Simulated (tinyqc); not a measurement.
Inductance and parasitic capacitance from two readings.

Inverse problem. A loss-free coil L in parallel with C shows the apparent inductance L/(1 - w^2 L C), w = 2 pi f. Find L, C and the self-resonance 1/(2 pi sqrt(L C)).

apparent inductance at 4.3 and 9.7 GHz (nH): [0.95686590, 1.9690613]

Solution. The inverse of the reading is 1/L - w^2 C, a straight line in w^2.

L = 0.850 nH
C = 180 fF
self-resonance = 12.9 GHz

tinyqc, about 0.01 s, one thread, Intel Xeon 2.30GHz (shared host): `OMP_NUM_THREADS=1 python tinyqc.py 2302060 2302061 out.jsonl`
